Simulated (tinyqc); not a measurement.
Trap depth and cross-section from two peaks.

Inverse problem. A DLTS peak lies where ew = sn g T^2 exp(-Et/kB T), g = vth Nc/(300 K)^2. Find Et and sn.

Values chosen for this exercise: conduction-band density of states at 300 K Nc = 1.73e19 cm^-3; thermal velocity at 300 K vth = 1.9e7 cm/s.

Constants: q = 1.602176634e-19 C, kB = 1.380649e-23 J/K. Results are converted to the units shown.

peak temperatures for ew = 10 and 1000 1/s (K): [61.967537, 77.623195]

Answer. The slope of ln(ew/T^2) against q/kB T is -Et, and the intercept is ln(sn g).

Et = 0.1100 eV
sn = 6.300e-16 cm^2

Numbers from tinyqc (`OMP_NUM_THREADS=1 python tinyqc.py 2050137 2050138 out.jsonl`; about 0.01 s on one thread of a shared Intel Xeon 2.30GHz).
